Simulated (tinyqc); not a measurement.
Inside a calculation. Model: resistive crossbar, vector-matrix product with wire resistance.

tinyqc, about 0.02 s, one thread, Intel Xeon 2.30GHz (shared host): `OMP_NUM_THREADS=1 python tinyqc.py 2880048 2880049 out.jsonl` Printed values are rounded.

2 rows and 3 columns. Cell (i, j) joins row node wij to column node bij. Each row is driven at its left end through one wire segment rw; neighbouring nodes along a row or a column are joined by rw; each column ends below the last row in one more rw and a virtual ground, where its current is read. Ideal output: I_j = sum_i V_i G_ij.

Parameters, values chosen for the exercise:

| symbol | value | unit | meaning |
|---|---|---|---|
| rw | 5 | ohm | wire resistance between neighbouring cells |
| V | [0.33, 0.1] | V | input voltages of the rows |

## The nodal equations

cell conductances G (uS):
```
       column 1  column 2  column 3
row 1       180       130        77
row 2       180        41        42
```

Kirchhoff current law at every node, A x = b: A holds the sum of the conductances at a node on the diagonal and minus the conductance between two nodes off it (wire conductance 1/rw); b = V_i/rw at the first node of row i.

A (uS):
```
           w11        w12        w13        w21        w22        w23        b11        b12
w11  4.00180e5       -2e5          0          0          0          0       -180          0
w12       -2e5  4.00130e5       -2e5          0          0          0          0       -130
w13          0       -2e5  2.00077e5          0          0          0          0          0
w21          0          0          0  4.00180e5       -2e5          0          0          0
w22          0          0          0       -2e5  4.00041e5       -2e5          0          0
w23          0          0          0          0       -2e5  2.00042e5          0          0
b11       -180          0          0          0          0          0  2.00180e5          0
b12          0       -130          0          0          0          0          0  2.00130e5
b13          0          0        -77          0          0          0          0          0
b21          0          0          0       -180          0          0       -2e5          0
b22          0          0          0          0        -41          0          0       -2e5
b23          0          0          0          0          0        -42          0          0

           b13        b21        b22        b23
w11          0          0          0          0
w12          0          0          0          0
w13        -77          0          0          0
w21          0       -180          0          0
w22          0          0        -41          0
w23          0          0          0        -42
b11          0       -2e5          0          0
b12          0          0       -2e5          0
b13  2.00077e5          0          0       -2e5
b21          0  4.00180e5          0          0
b22          0          0  4.00041e5          0
b23       -2e5          0          0  4.00042e5
```

b (uA): w11 66000, w12 0, w13 0, w21 20000, w22 0, w23 0, b11 0, b12 0, b13 0, b21 0, b22 0, b23 0

## Node voltages and column currents

Solve A x = b; I_j = b2j/rw.

row nodes (mV): w11 329.364, w12 329.024, w13 328.897, w21 99.8691, w22 99.8278, w23 99.8068
column nodes (mV): b11 0.681165, b12 0.447566, b13 0.273969, b21 0.385350, b22 0.233991, b23 0.147449
column currents (uA): column 1 77.0700, column 2 46.7983, column 3 29.4897

## Error against the ideal product

Ideal I_j = sum_i V_i G_ij; error = I/ideal - 1.

ideal currents (uA): column 1 77.4, column 2 47, column 3 29.61
error (%): column 1 -0.4263, column 2 -0.4292, column 3 -0.4063

The largest error is in column 2. All currents fall short, since the wires take part of the voltage.
